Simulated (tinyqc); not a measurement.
Tunnelling through a gate dielectric with the two-band (Franz) dispersion, WKB transmission and Tsu-Esaki current: two steps of the calculation.

Electrons leave the emitter at x = 0. Energies E (motion across the layers) are in eV from the emitter Fermi level; the collector Fermi level lies at -V and offers states at every E. No charge in the dielectric and no image force: F1 = V/t1, U = phi1 - F1 x. With C = hbar^2/(2 m0), kappa = sqrt(m u (1 - u/Egx)/C), u = U - E where U > E and 0 elsewhere; T(E) = exp(-S), S = 2 times the integral of kappa over x.

Inputs (values chosen for the exercise); dielectric values close to those of silicon dioxide: temperature T = 77 K; Fermi energy of the emitter above its band bottom Ef = 0.18 eV; emitter mass in the supply function me = 0.46 m0; barrier of layer 1 above the emitter Fermi level at zero bias phi1 = 3.09 eV; tunnelling mass of layer 1 m1 = 0.51 m0; thickness of layer 1 t1 = 5.5 nm; gap parameter of the two-band dispersion, set freely Egx = 8.6 eV; voltage across the dielectric V = 4.8 V; energy of the electron followed E = 0 eV; cells in each layer nc = 6; lower end of the energy grid Ea = -0.18 eV; upper end of the energy grid Eb = 0.065 eV; points of the energy grid nE = 15.

Constants: q = 1.602176634e-19 C, kB = 1.380649e-23 J/K, hbar = 1.054571817e-34 J s, m0 = 9.1093837015e-31 kg, Vt = kB T/q, hbar^2/(2 m0) = 0.0380998212 eV nm^2. Results are converted to the units shown.

Task 1. WKB exponent by the midpoint rule. Cut each layer into nc equal cells, take U and kappa at the cell centres, and sum S = 2 sum kappa h.

Find: x; U; kappa; S; T(E).

Result 1.

```
cell  x (nm)   U (eV)  kappa (1/nm)
0     0.4583   2.6900        4.9744
1     1.3750   1.8900        4.4429
2     2.2917   1.0900        3.5695
3     3.2083   0.2900        1.9368
4     4.1250  -0.5100        0.0000
5     5.0417  -1.3100        0.0000
```

S = 27.360
T(E) = 1.3114e-12

Task 2. Current density on a coarse energy grid. Each layer adds (2/F) sqrt(m/C) [G(u at its left edge) - G(u at its right edge)] to S, with u = U - E (0 where negative) and G(u) = Egx^1.5 (th - sin(4 th)/4)/4, th = arcsin sqrt(u/Egx). The slope follows from 1/d = -dS/dE.

J = J0 times the integral of T(E) N(E) dE, N = ln[(1 + exp(-E/Vt))/(1 + exp((-E - V)/Vt))], J0 = q^2 me m0 kB T/(2 pi^2 hbar^3) (times 1e-4 for A/cm^2 per eV), by Simpson's rule on nE equally spaced points from Ea to Eb.

Wanted: E; T(E); N; T(E) N; J0; J.

Result 2.

```
point   E (eV)       T(E)         N     T(E) N
0      -0.1800  2.598e-13     27.13  7.048e-12
1      -0.1625  3.201e-13     24.49  7.840e-12
2      -0.1450  3.944e-13     21.85  8.618e-12
3      -0.1275  4.857e-13     19.22  9.333e-12
4      -0.1100  5.981e-13     16.58  9.914e-12
5      -0.0925  7.362e-13     13.94  1.026e-11
6      -0.0750  9.061e-13     11.30  1.024e-11
7      -0.0575  1.115e-12     8.666  9.662e-12
8      -0.0400  1.372e-12     6.031  8.272e-12
9      -0.0225  1.687e-12     3.424  5.776e-12
10     -0.0050  2.074e-12     1.139  2.363e-12
11      0.0125  2.550e-12    0.1415  3.608e-13
12      0.0300  3.133e-12   0.01082  3.389e-14
13      0.0475  3.849e-12  7.778e-4  2.994e-15
14      0.0650  4.728e-12  5.567e-5  2.632e-16
```

J0 = 4.940e7 A/(cm^2 eV)
J = 7.459e-5 A/cm^2

The integrand peaks at E = -0.0925 eV among these points.

Numbers from tinyqc (`OMP_NUM_THREADS=1 python tinyqc.py 2540143 2540144 out.jsonl`; about 0.02 s on one thread of a shared Intel Xeon 2.30GHz).
